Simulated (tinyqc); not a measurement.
## Long-channel MOSFET, surface-potential model: effect of the source-body reverse bias

n-channel transistor on a uniformly doped p-type body, gradual-channel approximation, constant mobility, Boltzmann statistics, full ionisation. Potentials are counted from the neutral body; V is the electron quasi-Fermi potential, Vsb at the source and Vsb + Vds at the drain. Charges are magnitudes per area.

ni = sqrt(Nc Nv) exp(-Eg/(2 Vt)), Eg in volts; phiF = Vt ln(Na/ni); Cox = eps0 eox/tox; gamma = sqrt(2 q eps0 eps_r Na)/Cox. The surface potential psi at channel potential V solves Vgs + Vsb - Vfb - psi = gamma sqrt(G), G = psi - Vt + Vt exp((psi - 2 phiF - V)/Vt). Charge sheet: Qi = Cox gamma [sqrt(G) - sqrt(psi - Vt)]; I = mu (W/L) [integral of Qi dpsi from psi_0 to psi_L (drift) + Vt (Qi0 - QiL) (diffusion)], with psi_0 at V = Vsb and psi_L at V = Vsb + Vds. VT = Vfb + 2 phiF + gamma sqrt(2 phiF + Vsb), m = 1 + gamma/(2 sqrt(2 phiF + Vsb)). The swing is 20 mV/log10[I(VT - 0.14 V)/I(VT - 0.16 V)] of the charge-sheet current at the given Vds.

Parameters, values chosen for the exercise; material values those of a made-up semiconductor:
- T = 350 K (temperature)
- Eg = 1.33 eV (band gap)
- eps_r = 14.2 (relative permittivity of the semiconductor)
- Nc = 6.57e17 cm^-3 (conduction-band density of states at T)
- Nv = 9.56e18 cm^-3 (valence-band density of states at T)
- Na = 1.5e17 cm^-3 (acceptor density of the body)
- eox = 24.8 (relative permittivity of the gate insulator)
- tox = 11 nm (insulator thickness)
- Vfb = -0.95 V (flat-band voltage)
- mu = 120 cm^2/(V s) (channel mobility)
- W = 5 um (gate width)
- L = 1 um (gate length)
- Vgs = 0.27 V (gate-source voltage)
- Vds = 0.2 V (drain-source voltage)

Constants: q = 1.602176634e-19 C, kB = 1.380649e-23 J/K, Vt = kB T/q, eps0 = 8.8541878128e-14 F/cm where lengths are in cm. Results are converted to the units shown.

The same in every row: gamma (V^0.5) = 0.1231.

Effect of the source-body reverse bias:
```
Vsb (V)	VT (V)	m	swing (mV/decade)	I at Vgs, Vds (uA)
0	0.3428	1.057	74.91	0.006998
0.5	0.3688	1.048	73.72	0.002486
1	0.3911	1.042	73.05	0.001043
1.5	0.4110	1.038	72.61	4.877e-4
2	0.4291	1.035	72.30	2.462e-4
2.5	0.4457	1.032	72.06	1.317e-4
3	0.4613	1.030	71.87	7.375e-5
```

What does the table show?

As Vsb goes from 0 to 3 V, VT rises from 0.343 to 0.461 V, the swing falls from 74.9 to 71.9 mV a decade and the current falls from 0.00700 to 7.38e-5 uA. The swing is 2.0 % above m Vt ln 10 in the first row and 0.46 % above it in the last. The gate voltage is below VT in 7 of the 7 rows.

Computed by the program tinyqc: `OMP_NUM_THREADS=1 python tinyqc.py 2360168 2360169 out.jsonl`, one thread of a shared Intel Xeon 2.30GHz, about 0.07 s for the whole run.
